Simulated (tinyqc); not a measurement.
Free and trapped electrons in a MOS channel with a dense trap tail: one step of the calculation.

p-type body, charge-sheet picture, full ionisation (an idealisation for deep acceptors), Boltzmann statistics for free electrons. e = Ec - EF at the surface. Acceptor-like traps of density D(E) = D0 + De exp(-E/Ew) at depth E below Ec, from 0 to Eu, hold n_t = integral of D(E)/(1 + exp((e - E)/Vt)). psi = Eg - Vt ln(Nv/Na) - e; N_dep = sqrt(2 eps0 eps_r Na (psi - Vt)/q); n_f = sqrt(N_dep^2 + 2 eps0 eps_r Vt Nc exp(-e/Vt)/q) - N_dep; Vg = Vfb + psi + q (N_dep + n_t + n_f)/Cox, Cox = eps0 eox/tox.

Problem. Trapped charge. Trapezoid rule on 16 equal steps from 0 to Eu, f = 1/(1 + exp((e - E)/Vt)).

Inputs (values chosen for the exercise); band and dielectric values close to those of 4H silicon carbide: temperature T = 300 K; constant background density of acceptor-like traps D0 = 1.9e10 cm^-2 eV^-1; density of the tail at the conduction edge De = 8.1e12 cm^-2 eV^-1; decay energy of the tail Ew = 0.1 eV; depth below Ec down to which the traps reach Eu = 0.62 eV; Ec - EF at the surface e = 0.034 eV.

Constants: q = 1.602176634e-19 C, kB = 1.380649e-23 J/K, Vt = kB T/q. Results are converted to the units shown.

Give: E; D(E) f; n_t.

Solution.

| point | E (eV) | D(E) f (cm^-2 eV^-1) |
|---|---|---|
| 0 | 0 | 1.7182e12 |
| 1 | 0.038750 | 3.0111e12 |
| 2 | 0.077500 | 3.1628e12 |
| 3 | 0.11625 | 2.4502e12 |
| 4 | 0.15500 | 1.7222e12 |
| 5 | 0.19375 | 1.1835e12 |
| 6 | 0.23250 | 8.1067e11 |
| 7 | 0.27125 | 5.5654e11 |
| 8 | 0.31000 | 3.8389e11 |
| 9 | 0.34875 | 2.6667e11 |
| 10 | 0.38750 | 1.8711e11 |
| 11 | 0.42625 | 1.3310e11 |
| 12 | 0.46500 | 9.6449e10 |
| 13 | 0.50375 | 7.1569e10 |
| 14 | 0.54250 | 5.4681e10 |
| 15 | 0.58125 | 4.3219e10 |
| 16 | 0.62000 | 3.5438e10 |

n_t = 5.8166e11 cm^-2

Numbers from tinyqc (`OMP_NUM_THREADS=1 python tinyqc.py 2222193 2222194 out.jsonl`; about 0.02 s on one thread of a shared Intel Xeon 2.30GHz).
